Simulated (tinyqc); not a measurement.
Anisotropic elasticity and sound waves of a cubic crystal: one step, computed by the program tinyqc. Command: `OMP_NUM_THREADS=1 python tinyqc.py 3012666 3012667 out.jsonl cubicelastic walk`. One thread of a shared host (Intel(R) Xeon(R) Processor @ 2.30GHz), about 0.01 s of CPU time with the checks.

Voigt order 1..6 = xx, yy, zz, yz, xz, xy, with engineering shear strains. The rotated frame has x' as named, z' along the wafer normal and y' = z' x x'.

Task: Compliances and anisotropy. S11 = (C11 + C12)/D, S12 = -C12/D, D = (C11 - C12)(C11 + 2 C12), S44 = 1/C44. Zener ratio A = 2 C44/(C11 - C12); S0 = S11 - S12 - S44/2; H = 2 C44 + C12 - C11.

Inputs (values chosen for the exercise, modelled on copper): C11 = 165.6 GPa; C12 = 123.7 GPa; C44 = 75.84 GPa.

Frame: (001) wafer, x' along [210].

Give: S11; S12; S44; Zener ratio A; S0; H.

Result:

S11 = 16.718 1/TPa

S12 = -7.1483 1/TPa

S44 = 13.186 1/TPa

Zener ratio A = 3.6200

S0 = 17.274 1/TPa

H = 109.78 GPa
